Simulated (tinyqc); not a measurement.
# Electron continuity equation in a given potential, Scharfetter-Gummel discretisation: three discretisations compared

Steady state in one dimension: J = q mu n E + q D dn/dx with E = -dpsi/dx and D = mu Vt, dJ/dx = q (n/tau - G), fixed densities nL and nR at the ends. The potential is given, psi = U x/L, and is not changed by the electrons.

12 equal intervals. Fluxes J_i = (q D/h)(n_(i+1) P_i - n_i Q_i), d_i = (psi_(i+1) - psi_i)/Vt: Scharfetter-Gummel P = B(d), Q = B(-d), B(d) = d/(exp(d) - 1); central P = 1 - d/2, Q = 1 + d/2; upwind P = 1 + max(-d, 0), Q = 1 + max(d, 0). Balance at each inner node: J_i - J_(i-1) = q h (n_i/tau - G). The reference is Scharfetter-Gummel on 2400 intervals.

Inputs (values chosen for the exercise); mobility close to that of germanium at room temperature:

| symbol | value | unit | meaning |
|---|---|---|---|
| T | 293 | K | temperature |
| mu | 3970 | cm^2/(V s) | electron mobility |
| L | 0.39 | um | length of the region |
| nL | 1.9e15 | cm^-3 | density at x = 0 |
| nR | 0 | cm^-3 | density at x = L |
| tau | 1.5e-11 | s | lifetime |
| G | 0 | cm^-3 s^-1 | uniform generation rate |
| U | 0.5 | V | potential difference psi(L) - psi(0) |

Constants: q = 1.602176634e-19 C, kB = 1.380649e-23 J/K, Vt = kB T/q. Results are converted to the units shown.

Densities (cm^-3):
```
node,Scharfetter-Gummel,central,upwind,reference
0,1.900e15,1.900e15,1.900e15,1.900e15
1,1.892e15,1.892e15,1.892e15,1.892e15
2,1.884e15,1.884e15,1.884e15,1.884e15
3,1.876e15,1.876e15,1.876e15,1.876e15
4,1.868e15,1.868e15,1.867e15,1.868e15
5,1.860e15,1.860e15,1.858e15,1.860e15
6,1.852e15,1.852e15,1.847e15,1.852e15
7,1.844e15,1.844e15,1.831e15,1.844e15
8,1.834e15,1.836e15,1.801e15,1.834e15
9,1.816e15,1.827e15,1.733e15,1.816e15
10,1.755e15,1.805e15,1.566e15,1.755e15
11,1.468e15,1.641e15,1.135e15,1.468e15
12,0,0,0,0
```

What do the numbers show?

Largest errors as a share of the largest reference density listed: Scharfetter-Gummel 0.0022 %, central 9.1 %, upwind 18 %. The largest |d| is 1.65. Upwinding stays positive but acts as if D were larger by the factor 1 + |d|/2, up to 1.83 here.

Range of the model: The drift velocity mu E exceeds 1e7 cm/s somewhere, where real mobilities no longer stay constant.

Numbers from tinyqc (`OMP_NUM_THREADS=1 python tinyqc.py 2220025 2220026 out.jsonl`; about 0.01 s on one thread of a shared Intel Xeon 2.30GHz).
